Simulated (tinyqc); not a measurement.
Conduction-band offset of an n-N heterojunction from carrier-profile moments: one step of the calculation.

Layer 1 (x < 0) accumulates electrons and layer 2 (x > 0) is depleted. Boltzmann statistics. The bands bend down by V1 in layer 1 and up by V2 in layer 2, with V1 + V2 = VD = dE + Vt ln[(N2/Nc2)/(N1/Nc1)].

Problem. Division of the diffusion potential. Sheet densities from the first integral: Q1 = sqrt((2 eps0 eps_r Vt N1/q)(exp(u1) - u1 - 1)) extra electrons, Q2 = sqrt((2 eps0 eps_r Vt N2/q)(exp(-u2) + u2 - 1)) missing ones, u = V/Vt; neutrality Q1 = Q2 + si. Q1 - Q2 rises steadily with V1, so V1 follows by bisection.

Parameters, values chosen for the exercise; values of the order of III-V alloys: temperature T = 350 K; relative permittivity of both layers eps_r = 13.4; density of states of the narrow-gap layer 1 Nc1 = 5.5e17 cm^-3; density of states of the wide-gap layer 2 Nc2 = 5.2e17 cm^-3; conduction-band offset dE = 0.28 eV; donor density in layer 1 N1 = 8.2e15 cm^-3; donor density in layer 2 N2 = 3.7e16 cm^-3; fixed charge at the interface si = 0 cm^-2.

Constants: q = 1.602176634e-19 C, kB = 1.380649e-23 J/K, Vt = kB T/q, eps0 = 8.8541878128e-14 F/cm where lengths are in cm. Results are converted to the units shown.

Give: VD; V1; V2; Q1; n at x = 0-; n at x = 0+.

Solution.

VD = 0.3271 V
V1 = 0.1056 V
V2 = 0.2216 V
Q1 = 3.239e11 cm^-2
n at x = 0- = 2.717e17 cm^-3
n at x = 0+ = 2.388e13 cm^-3

n drops across the interface by 11400 = (Nc1/Nc2) exp(dE/Vt).

tinyqc, about 0.1 s, one thread, Intel Xeon 2.30GHz (shared host): `OMP_NUM_THREADS=1 python tinyqc.py 2410084 2410085 out.jsonl`
